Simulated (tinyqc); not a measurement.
Stress in a transistor channel from embedded alloy regions, liners and fins, by half-space elasticity. From s_xx at the surface back to channel length L. Computed by tinyqc, a small Python program. Command: `OMP_NUM_THREADS=1 python tinyqc.py 3015434 3015435 out.jsonl stressor inv`. One thread of a shared host (Intel(R) Xeon(R) Processor @ 2.30GHz), about 0.07 s of CPU time with the checks.

Plane strain in an isotropic half-space, the same constants everywhere; x along the channel from its centre, y downwards from the free surface; stress is positive in tension.

Inputs (values chosen for the exercise, modelled on silicon):

| quantity | value | unit |
|---|---|---|
| alloy fraction x | 0.0091 | - |
| lattice change per unit x, beta | -0.447 | - |
| Young's modulus E | 161 | GPa |
| Poisson ratio nu | 0.21 | - |
| length of each stressor S | 185 | nm |
| recess depth d | 30 | nm |

Stressor: Si(1-x)C(x) source and drain.

Method. Misfit e = beta x. A fully constrained inclusion holds the stress -p with p = E e/(1 - 2 nu); a blanket film would hold -E e/(1 - nu) in the plane. At x = y = 0 the integral is s_xx = -(4/pi) [E e/(1 - nu)] [arctan(2 d/L) - arctan(d/(L/2 + S))].

Problem. A run gave the result below. Find the channel length L, known to lie between 84 and 180 nm.

s_xx at the surface = 379.0625 MPa

Solution.

Each step takes the trial c = (a f_b - b f_a)/(f_b - f_a), f being the result less the target and a, b, c the logarithms of the listed values; c replaces end b, the old b replaces a if the sign of f changed, and otherwise f_a is halved.

Scan of the range:

| channel length L (nm) | s_xx at the surface (MPa) |
|---|---|
| 84.0 | 515.983 |
| 95.4 | 457.249 |
| 108.0 | 403.442 |
| 123.0 | 351.202 |
| 140.0 | 303.755 |
| 159.0 | 261.656 |
| 180.0 | 224.916 |

False position (Illinois rule, in the logarithm of the input) inside the bracket:

| step | end a | end b | trial | s_xx at the surface (MPa) |
|---|---|---|---|---|
| 1 | 108.000 | 123.000 | 114.758 | 378.507 |
| 2 | 108.000 | 114.758 | 114.455 | 379.573 |
| 3 | 114.758 | 114.455 | 114.600 | 379.062 |
| 4 | 114.455 | 114.600 | 114.600 | 379.062 |

s_xx at the surface falls at every point of a 13-point scan of the range (every second point is shown), so one value fits; it is bracketed by 108 and 123. Answer: channel length L = 114.6 nm.
